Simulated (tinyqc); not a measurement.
# Bloch-Grueneisen resistivity of a metal, step by step

A worked calculation. Computed by tinyqc, a small Python program that keeps every step. Command: `OMP_NUM_THREADS=1 python tinyqc.py 3011995 3011996 out.jsonl bg walk`. One thread of a shared host (Intel(R) Xeon(R) Processor @ 2.30GHz), about 0.01 s of CPU time with the checks. Intermediate numbers are printed to about 6 digits and carried at full precision; extremes and crossings named in words are read from the listed rows.

Electrons scatter from a Debye spectrum of phonons (n = 5 for scattering within one band, n = 3 for scattering into a second, heavy band) and from static defects.

Inputs (values chosen for the exercise, modelled on iridium): exponent n = 5; Debye temperature Theta = 296 K; transport coupling lambda_tr = 0.37; Drude plasma energy hbar w_p = 8.9 eV; residual resistivity rho_0 = 0.054 microohm cm; temperature T = 77 K.

Addition: none.

Constants: k_B = 1.380649e-23 J/K; hbar = 1.054571817e-34 J s; eps_0 = 8.8541878128e-12 F/m; hbar = 6.582119569e-16 eV s; k_B = 8.617333262e-05 eV/K.

## Scale of the phonon resistivity

rho_ph = (n - 1) rho_1 (T/Theta)^n J_n(Theta/T), with rho_1 = 2 pi lambda_tr k_B Theta/(hbar eps_0 w_p^2), the high-temperature line at T = Theta.

rho_1 = 5.56523 microohm cm

## The integral and the phonon part

J_n(y) = int_0^y x^n e^x/(e^x - 1)^2 dx, by 96 Gauss-Legendre points (upper limit at most 60).

Theta/T = 3.84416

J_n = 26.5084

phonon resistivity rho_ph = 0.702946 microohm cm

This is 48.6 % of the straight line rho_1 T/Theta.

## Total resistivity and derived numbers

Matthiessen's rule: rho = rho_0 + rho_ph. Temperature coefficient (1/rho) d rho/dT by a central difference of +/- 0.5 K; residual ratio rho(295 K)/rho(4.2 K); scattering time tau = 1/(eps_0 w_p^2 rho); Wiedemann-Franz kappa = L_0 T/rho, L_0 = (pi^2/3)(k_B/e)^2.

resistivity rho = 0.756946 microohm cm

temperature coefficient = 27.4862 1e-3/K

residual resistance ratio = 98.1740

scattering time = 81.6089 fs

Wiedemann-Franz conductivity = 248.513 W/(m K)

The coefficient is 2.12 times 1/T; it exceeds 1/T because the phonon part, extended linearly, meets zero above T = 0. Caution: below about Theta/2 small-angle phonon scattering degrades heat flow more than charge flow, so a thermal conductivity taken from rho by the Wiedemann-Franz law would be too high.

## Limits of the phonon part

Low T: (n - 1) n! zeta(n) rho_1 (T/Theta)^n. High T: rho_1 (T/Theta) [1 - (n - 1)/(12 (n + 1)) (Theta/T)^2].

Resistivities (microohm cm):
```
T (K)       rho_ph    low-T law  straight line  line with correction  total rho
8.9    6.80714e-05  6.80714e-05         0.1673                     -     0.0541
15.0   9.25622e-04  9.25701e-04         0.2820                     -     0.0549
24.0   9.55237e-03  9.70668e-03         0.4512                     -     0.0636
36.0   6.15013e-02  7.37101e-02         0.6769                     -     0.1155
59.0   3.54575e-01  8.71514e-01         1.1093                     -     0.4086
100.0  1.19919e+00  1.21903e+01         1.8801                0.9650     1.2532
150.0  2.28931e+00  9.25701e+01         2.8202                2.2101     2.3433
240.0  4.15177e+00  9.70668e+02         4.5123                4.1310     4.2058
360.0  6.52062e+00  7.37101e+03         6.7685                6.5143     6.5746
590.0  1.09392e+01  8.71514e+04        11.0929               10.9377    10.9932
```

The low-T law holds to 10 % up to 24 K, the straight line from 240 K on. The local exponent of rho_ph falls from 5.00 to 1.05. Phonons overtake the residual resistivity between 24.0 and 36.0 K.

Checks made by the program: J_n at large argument against n! zeta(n) (relative difference below 1e-10).
